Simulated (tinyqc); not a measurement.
Inside a calculation. Method: tight binding, kagome lattice. Computed by tinyqc, a small Python program that keeps every step. Settings: t1 = 1.8, t2 = 1.8, delta = -0.8, bands filled = 1. Command: `OMP_NUM_THREADS=1 python tinyqc.py 25409 25410 out.jsonl` (the two numbers bound the seeds that draw the settings). One thread of a shared host (Intel(R) Xeon(R) Processor @ 2.60GHz), about 0.01 s of CPU time with the checks.

## Bloch Hamiltonian at k

Parameters chosen for this model:

| parameter | value | unit |
|---|---|---|
| t1 | 1.800000 | eV, up triangles |
| t2 | 1.800000 | eV, down triangles |
| delta | -0.800000 | eV on site C |

k point k (fractions of the reciprocal vectors): -0.130000  -0.120000

H_AB = -t1 - t2 exp(-i k.a1), H_AC = -t1 - t2 exp(-i k.a2), H_BC = -t1 - t2 exp(i k.(a1 - a2)), H_CC = delta.

H(k) at k (eV):
```
                     A                    B                    C
A             0.000000  -3.032185-1.312144i  -3.112144-1.232185i
B  -3.032185+1.312144i             0.000000  -3.596448+0.113023i
C  -3.112144+1.232185i  -3.596448-0.113023i            -0.800000
```

## Levels at k

Diagonalise the Hermitian matrix.

eigenvalues (eV): -7.121313  2.959426  3.361888

weights |c|^2 of the basis functions:
```
     band 1    band 2    band 3
A  0.303457  0.448958  0.247585
B  0.319955  0.019220  0.660825
C  0.376588  0.531823  0.091589
```

## Bloch Hamiltonian at K

k point K (fractions of the reciprocal vectors): 0.333333  0.666667

As before.

H(k) at K (eV):
```
                     A                    B                    C
A             0.000000  -0.900000+1.558846i  -0.900000-1.558846i
B  -0.900000-1.558846i             0.000000  -0.900000+1.558846i
C  -0.900000+1.558846i  -0.900000-1.558846i            -0.800000
```

## Levels at K

As before.

eigenvalues (eV): -2.358321  -1.800000  3.358321

weights |c|^2 of the basis functions:
```
     band 1    band 2    band 3
A  0.136297  0.500000  0.363703
B  0.136297  0.500000  0.363703
C  0.727406  0.000000  0.272594
```

## Bands along a path

The same steps at evenly spaced points between the labelled ones.

Bands along the path (eV):

| k | band 1 | band 2 | band 3 |
|---|---|---|---|
| G | -7.480152 | 3.080152 | 3.600000 |
| G-K 0.25 | -6.992625 | 2.662568 | 3.530057 |
| G-K 0.50 | -5.658318 | 1.384696 | 3.473623 |
| G-K 0.75 | -3.830242 | -0.395123 | 3.425365 |
| K | -2.358321 | -1.800000 | 3.358321 |
| K-M 0.25 | -2.987016 | -1.128879 | 3.315895 |
| K-M 0.50 | -3.545405 | -0.526521 | 3.271926 |
| K-M 0.75 | -3.900640 | -0.135638 | 3.236278 |
| M | -4.022154 | 0 | 3.222154 |
| M-K' 0.25 | -3.900640 | -0.135638 | 3.236278 |
| M-K' 0.50 | -3.545405 | -0.526521 | 3.271926 |
| M-K' 0.75 | -2.987016 | -1.128879 | 3.315895 |
| K' | -2.358321 | -1.800000 | 3.358321 |

With 1 band(s) filled, the highest filled level on these points lies at K and the lowest empty one at K: a gap of 0.5583 eV, direct.
